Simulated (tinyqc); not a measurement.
# Input admittance of a MOSFET at zero drain bias: distributed channel and distributed gate: what changes with what

Source and drain grounded, strong inversion, w = 2 pi f, Cox = eps0 eox/tox. The channel is an RC line of resistance 1/(mu Cox Vo) per square fed from both ends, so one finger has the intrinsic admittance y = i w Cox L tanh(g)/g per width, g = (1/2) sqrt(i w tau), tau = L^2/(mu Vo). The vertical resistance rv/L is in series with y, the overlaps 2 i w Cov in parallel: y_t = 1/(1/y + rv/L) + 2 i w Cov. The gate strip is a line of Rsh/L per length loaded by y_t, so a finger has Y = y_t Wf tanh(k)/k, k = (Wf/sd) sqrt(y_t Rsh/L); the device has Nf Y.

Values chosen for this exercise; values of the order met in silicon radio-frequency transistors: relative permittivity of the gate insulator (close to zirconium oxide) eox = 24.8; insulator thickness tox = 15 nm; channel length L = 0.25 um; finger width Wf = 6 um; number of fingers Nf = 8; channel mobility mu = 270 cm^2/(V s); gate overdrive Vo = 0.78 V; sheet resistance of the gate Rsh = 6.1 ohm/square; vertical resistivity of the gate stack rv = 1.4 ohm um^2; number of ends at which a finger is contacted sd = 1; overlap and fringe capacitance on each side Cov = 0.22 fF/um; frequency f = 5.7 GHz.

Constants: eps0 = 8.8541878128e-14 F/cm where lengths are in cm. Results are converted to the units shown.

Each table varies one quantity; the others keep the values above.

## Input impedance against frequency

Low-frequency limits, with c = Cox L and ct = c + 2 Cov: R_strip = Rsh Wf/(3 sd^2 L Nf), R_ch = (c/ct)^2 L/(12 mu Cox Vo Wf Nf), R_vert = (c/ct)^2 rv/(L Wf Nf), C = ct Wf Nf. Z = 1/(Nf Y) = R + 1/(i w C), Q = |Im Z|/R, far-point signal |1/cosh k|.

The same in every row: low-frequency R (ohm) = 7.315.

Input impedance against frequency:
```
f (GHz)	w tau	|k|	R (ohm)	C (fF)	Q	signal at the far point
0.06	0.001119	0.03685	7.315	196.8	1843	1.000
0.2	0.003729	0.06727	7.315	196.8	552.8	1.000
0.4	0.007459	0.09514	7.315	196.8	276.4	1.000
1	0.01865	0.1504	7.315	196.8	110.6	0.9999
3	0.05594	0.2605	7.315	196.8	36.86	0.9995
8	0.1492	0.4254	7.313	196.6	13.84	0.9962
20	0.3729	0.6725	7.301	195.8	5.565	0.9769
60	1.119	1.161	7.199	188.9	1.950	0.8348
200	3.729	2.057	6.467	148.8	0.8270	0.3980
```

R falls from 7.31 to 6.47 ohm and C falls from 197 to 149 fF. Q goes as f^(-1.00) between the first two rows and f^(-0.71) between the last two, where w tau = 3.73 and |k| = 2.06. The low-frequency limits hold both R and C within 5 % up to f = 60 GHz among the rows.

## Effect of the channel length

Same model as above.

Results:
```
L (um)	w tau	|k|	R (ohm)	low-frequency R (ohm)	C (fF)	Q	signal at the far point
0.03	0.001531	0.4801	51.10	51.12	42.15	12.96	0.9956
0.058	0.005721	0.4181	26.65	26.65	61.83	16.95	0.9974
0.11	0.02058	0.3829	14.41	14.41	98.37	19.70	0.9981
0.22	0.08231	0.3617	7.992	7.993	175.6	19.89	0.9981
0.42	0.3000	0.3512	5.750	5.751	316.1	15.36	0.9973
0.8	1.088	0.3446	6.121	6.125	582.0	7.838	0.9937
3	15.31	0.2589	15.65	17.08	1643	1.086	0.9779
```

Estimate the missing row, L = 1.6 um.

Computed row:
```
L (um)	w tau	|k|	R (ohm)	low-frequency R (ohm)	C (fF)	Q	signal at the far point
1.6	4.353	0.3285	9.576	9.652	1114	2.617	0.9819
```

With this row back in the table: As L goes from 0.03 to 3, R goes from 51.1 through a minimum of 5.75 (at L = 0.42 among the rows listed) to 15.6 ohm, C rises from 42.2 to 1640 fF and Q goes from 13.0 through a maximum of 19.9 (at L = 0.22 among the rows listed) to 1.09. R_strip falls as 1/L while R_ch grows with L, which gives the minimum of R.

Numbers from tinyqc (`OMP_NUM_THREADS=1 python tinyqc.py 2262179 2262180 out.jsonl`; about 0.01 s on one thread of a shared Intel Xeon 2.30GHz).
